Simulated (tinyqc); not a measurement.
Rectangular fin or nanosheet with a gate all round, subbands and threshold shift from confinement: one step of the calculation.

Undoped body with a flat potential across it, hard walls, transport along x. One isotropic valley (g = 1, mx = my = mz = me). Non-parabolicity enters the subband edges through E (1 + al E) = gamma, so E = 2 gamma/(1 + sqrt(1 + 4 al gamma)); motion within a subband is taken as parabolic with the band-edge mass. Energies are counted from the bulk band edge.

Problem. Lowest subbands. gamma = C pi^2 [a^2/(my (t + dl)^2) + b^2/(mz (H + dl)^2)], C = hbar^2/(2 m0). List the 4 lowest, labelled by quantum numbers, with degeneracy g and N_k: N_k = g sqrt(2 mx m0 kB T/(pi hbar^2)).

Parameters, values chosen for the exercise; masses close to those of In0.53Ga0.47As: temperature T = 300 K; mass at the band edge me = 0.0402 m0; non-parabolicity al = 1.4 1/eV; width (along y) t = 4.9 nm; widening of the box by penetration into the insulator dl = 0 nm; height (along z) H = 4.9 nm.

Constants: q = 1.602176634e-19 C, kB = 1.380649e-23 J/K, hbar = 1.054571817e-34 J s, m0 = 9.1093837015e-31 kg, hbar^2/(2 m0) = 0.0380998212 eV nm^2. Results are converted to the units shown.

Find: E_k; g; N_k.

Solution.

```
subband	E_k (eV)	g	N_k (cm^-1)
1,1	0.4700	1	9.318e5
1,2	0.8753	1	9.318e5
2,1	0.8753	1	9.318e5
2,2	1.177	1	9.318e5
```

Range of the model: Non-parabolicity also makes carriers heavier within each subband, which is left out, so densities of states are understated at high energy. Levels near or above 1 eV lie beyond real barriers and upper valleys; they are listed for the hard-wall model only.

Program tinyqc, `OMP_NUM_THREADS=1 python tinyqc.py 2350164 2350165 out.jsonl`; Intel Xeon 2.30GHz, shared host, one thread, about 0.1 s.
